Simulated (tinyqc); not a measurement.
Alloy A(1-x)B(x) by interpolation with bowing: sweeps and comparisons. A value that a table varies takes the place of the one given here.

Each gap follows E(x) = (1 - x) E_A + x E_B - C x (1 - x); the lattice constant follows Vegard, a(x) = (1 - x) a_A + x a_B.

Mass at Gamma from the Kane formula 1/m = F + Ep (Eg + 2 Dso/3)/(Eg (Eg + Dso)). F is fixed by the masses of A and B and interpolated linearly, as is Ep; Eg and Dso carry their bowing.

Constants: hc = 1239.841984 eV nm.

Values chosen for the exercise (A near Si, B near Ge; not measured data):

| symbol | value | unit | meaning |
|---|---|---|---|
| a | (5.435, 5.656) | angstrom | lattice constant of A, B |
| Eg | (4.148, 0.901) | eV | gap at Gamma to the s-like level of A, B |
| EgX | (1.154, 0.935) | eV | gap to the lowest valley along Gamma-X of A, B |
| EgL | (2.079, 0.748) | eV | gap to L of A, B |
| C | (0.173, 0.236, 0) | eV | bowing of the Gamma, X and L gaps |
| Dso | (0.044, 0.291) | eV | spin-orbit splitting of A, B |
| Ep | (21.5, 26.1) | eV | Kane energy of A, B |
| me | (0.1989, 0.0385) | m0 | electron mass at Gamma of A, B |
| Cs | 0 | eV | bowing of Dso |
| x | 0.89 |  | fraction of B |

## Gaps across the alloy

Eleven compositions.

Gaps (eV):

| x | a (angstrom) | Gamma | X | L | lowest | wavelength (nm) |
|---|---|---|---|---|---|---|
| 0.0 | 5.4350 | 4.148 | 1.154 | 2.079 | X | 1074 |
| 0.1 | 5.4571 | 3.808 | 1.111 | 1.946 | X | 1116 |
| 0.2 | 5.4792 | 3.471 | 1.072 | 1.813 | X | 1156 |
| 0.3 | 5.5013 | 3.138 | 1.039 | 1.680 | X | 1194 |
| 0.4 | 5.5234 | 2.808 | 1.010 | 1.547 | X | 1228 |
| 0.5 | 5.5455 | 2.481 | 0.986 | 1.413 | X | 1258 |
| 0.6 | 5.5676 | 2.158 | 0.966 | 1.280 | X | 1284 |
| 0.7 | 5.5897 | 1.839 | 0.951 | 1.147 | X | 1304 |
| 0.8 | 5.6118 | 1.523 | 0.941 | 1.014 | X | 1318 |
| 0.9 | 5.6339 | 1.210 | 0.936 | 0.881 | L | 1407 |
| 1.0 | 5.6560 | 0.901 | 0.935 | 0.748 | L | 1658 |

What can be read from the table?

The lowest valley changes at x = 0.858 (X to L, gap 0.937 eV). The Gamma gap is monotonic, since its bowing (0.173 eV) is smaller than the difference of the end gaps (3.247 eV); at x = 0.5 bowing lowers it by C/4 = 0.043 eV.

## Three ways to interpolate a mass

Linear in m, linear in 1/m, and the Kane formula.

Masses (m0):

| x | Eg (eV) | linear in m | linear in 1/m | Kane | Kane m/Eg (1/eV) |
|---|---|---|---|---|---|
| 0.000 | 4.148 | 0.1989 | 0.1989 | 0.1989 | 0.0480 |
| 0.125 | 3.723 | 0.1789 | 0.1308 | 0.1757 | 0.0472 |
| 0.250 | 3.304 | 0.1588 | 0.0974 | 0.1533 | 0.0464 |
| 0.375 | 2.890 | 0.1388 | 0.0776 | 0.1317 | 0.0456 |
| 0.500 | 2.481 | 0.1187 | 0.0645 | 0.1111 | 0.0448 |
| 0.625 | 2.078 | 0.0987 | 0.0552 | 0.0914 | 0.0440 |
| 0.750 | 1.680 | 0.0786 | 0.0482 | 0.0728 | 0.0433 |
| 0.875 | 1.288 | 0.0585 | 0.0428 | 0.0551 | 0.0428 |
| 1.000 | 0.901 | 0.0385 | 0.0385 | 0.0385 | 0.0427 |

What does this show?

At x = 0.5 the three give 0.1187, 0.0645 and 0.1111; judged by the largest distance, the Kane value is closer to the interpolation in m (largest distances 0.0076 m0 from the rule in m, 0.0559 m0 from the rule in 1/m). The ratio m/Eg varies by a factor of 1.12 while the gap varies by 4.60; a constant ratio is the two-band rule m = Eg/Ep at fixed Ep.

## What each parameter does

Gaps at x and the Kane mass. Each row changes one parameter from the base and keeps the others.

Results:

| case | Gamma (eV) | X (eV) | L (eV) | mass (m0) |
|---|---|---|---|---|
| base | 1.2412 | 0.9360 | 0.8944 | 0.0531 |
| x = 0.85 | 1.3660 | 0.9378 | 0.9476 | 0.0586 |
| C = (0.273, 0.336, 0.1) eV | 1.2314 | 0.9262 | 0.8846 | 0.0527 |
| Eg = (4.355, 0.901) eV | 1.2640 | 0.9360 | 0.8944 | 0.0540 |
| EgX = (1.154, 0.888) eV | 1.2412 | 0.8942 | 0.8944 | 0.0531 |
| EgL = (1.975, 0.748) eV | 1.2412 | 0.9360 | 0.8830 | 0.0531 |
| Ep = (23.7, 28.7) eV | 1.2412 | 0.9360 | 0.8944 | 0.0545 |
| Cs = 0.05 eV | 1.2412 | 0.9360 | 0.8944 | 0.0530 |

What does this show?

The largest shifts from the base row, up to three for each result and ties (the steps differ in size, so this ranks the rows, not the parameters). Gamma (eV): x +0.1248, Eg +0.0228, C -0.0098; unchanged at the printed digits by EgX, EgL, Ep and Cs. X (eV): EgX -0.0418, C -0.0098, x +0.0018; unchanged at the printed digits by Eg, EgL, Ep and Cs. L (eV): x +0.0532, EgL -0.0114, C -0.0098; unchanged at the printed digits by Eg, EgX, Ep and Cs. mass (m0): x +0.0055, Ep +0.0014, Eg +0.0009; unchanged at the printed digits by EgX and EgL.

Run: tinyqc, `OMP_NUM_THREADS=1 python tinyqc.py 1081127 1081128 out.jsonl`; Intel(R) Xeon(R) Processor @ 2.30GHz, one thread, shared host; about 0.01 s of CPU time with all checks.
